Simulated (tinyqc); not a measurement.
From one set of inputs to another, one input at a time: Keating valence-force model of a tetrahedral crystal. Computed by tinyqc, a small Python program. Command: `OMP_NUM_THREADS=1 python tinyqc.py 3003823 3003824 out.jsonl keating ladder`. One thread of a shared host (Intel(R) Xeon(R) Processor @ 2.30GHz), about 0.3 s of CPU time with the checks.

Atom A sits at 0 and atom B at a/4 (1,1,1) of an fcc lattice; the four bonds from A are t = a/4 (1,1,1), a/4 (1,-1,-1), a/4 (-1,1,-1), a/4 (-1,-1,1), of length d = sqrt(3) a/4. Energy: E = (3 alpha/(8 d^2)) sum over bonds (r.r - d^2)^2 + (3 beta/(8 d^2)) sum over pairs of bonds at one atom (r_i.r_j + d^2/3)^2, with beta_A for the six pairs at A and beta_B for the six at B. The cell holds two atoms, Omega = a^3/4. 1 N/m = 1 J/m^2. With constants fitted to the elastic moduli this model puts optical and zone-boundary frequencies of real crystals too high, by up to about 20 % in elemental crystals and up to about 50 % in compounds, and mostly by more for TA modes; in compounds the lattice part of the static dielectric constant then comes out too low.

The inputs printed are set A. Set A is modelled on gallium antimonide; the values taken over come from a set modelled on indium phosphide. Inputs not listed in the table keep their values of set A, so the rows need not describe a real material.

Inputs (values chosen for the exercise, modelled on gallium antimonide):

| quantity | value | unit |
|---|---|---|
| lattice constant a | 6.096 | angstrom |
| mass M_A | 69.72 | u |
| mass M_B | 121.76 | u |
| bond stretching alpha | 33.3 | N/m |
| bond bending beta_A | 7.03 | N/m |
| bond bending beta_B | 7.01 | N/m |
| mesh divisions n | 8 | - |
| temperature T | 900 | K |

Structure: zinc blende.

Constants: nu for 1 eV/(angstrom^2 u) = 15.6333042 THz; 1 eV/angstrom^2 = 16.02176634 J/m^2; h x 1 THz = 4.135667696 meV; k_B = 8.617333262e-05 eV/K.

Method:
- beta = (beta_A + beta_B)/2; C11 = (alpha + 3 beta)/a, C12 = (alpha - beta)/a, C44 = 4 alpha beta/(a (alpha + beta)); with the two sublattices clamped C44(0) = (alpha + beta)/a; internal-strain parameter zeta = (alpha - beta)/(alpha + beta); B = (C11 + 2 C12)/3.
- With displacements u exp(i q.r), each bracket changes by g.u, where g = (g_A, g_B): bond t, g = (-2 t, 2 t exp(i q.t)); pair (i, j) at A, g = (-(t_i + t_j), t_i exp(i q.t_j) + t_j exp(i q.t_i)); pair at B, g = (-t_i exp(-i q.t_j) - t_j exp(-i q.t_i), t_i + t_j). Then D_mn = sum over the 4 bonds and 12 pairs of (4 k/a^2) conj(g_m) g_n / sqrt(M_m M_n), with k = alpha or beta converted to eV/angstrom^2. Only the short-range forces enter; the Coulomb field of the charges is left out.
- An eigenvalue lambda of D in eV/(angstrom^2 u) gives nu = 15.6333042 THz x sqrt(lambda).
- Mesh: q = sum_i (m_i + 1/2)/n b_i, m_i = 0..n-1, with b = [[-1, 1, 1], [1, -1, 1], [1, 1, -1]] in 2 pi/a; sums over the six modes are averaged over the n^3 points and halved, per atom.
- With x = h nu/(k_B T) and n = 1/(exp(x) - 1) for each mode: F = k_B T [x/2 + ln(1 - exp(-x))], U = k_B T x (n + 1/2), S/k_B = x n - ln(1 - exp(-x)), C/k_B = x^2 n (n + 1).
- The acoustic share counts the three lowest modes at each q; zero-point energy = sum h nu/2.

Each row keeps all changes above it:

| input moved | from | to | C44 (GPa) | entropy S (k_B/atom) | zero-point energy (meV/atom) |
|---|---|---|---|---|---|
| set A | - | - | 38.04 | 7.351 | 30.74 |
| mass M_A (u) | 69.72 | 114.82 | 38.04 | 7.723 | 26.84 |
| mass M_B (u) | 121.76 | 30.97 | 38.04 | 6.707 | 40.15 |
| bond bending beta_A (N/m) | 7.03 | 6.45 | 36.74 | 6.734 | 39.91 |
| bond stretching alpha (N/m) | 33.3 | 42.1 | 38.07 | 6.533 | 43.53 |
| lattice constant a (angstrom) | 6.096 | 5.869 | 39.55 | 6.533 | 43.53 |
| temperature T (K) | 900 | 600 | 39.55 | 5.344 | 43.53 |

Which inputs carry the difference?

C44 goes from 38.0 to 39.5, a factor 1.04 in all. The largest single move comes from lattice constant a (a factor 1.04), and bond bending beta_A works against it (a factor 0.966). Entropy S goes from 7.35 to 5.34, a factor 0.727 in all. The largest single move comes from temperature T (a factor 0.818), and mass M_A works against it (a factor 1.05). Zero-point energy goes from 30.7 to 43.5, a factor 1.42 in all. The largest single move comes from mass M_B (a factor 1.50), and mass M_A works against it (a factor 0.873). The single moves hold for this order of the switches; the total does not depend on the order.

Extremes, crossings and ranges named in words are read from the listed rows.
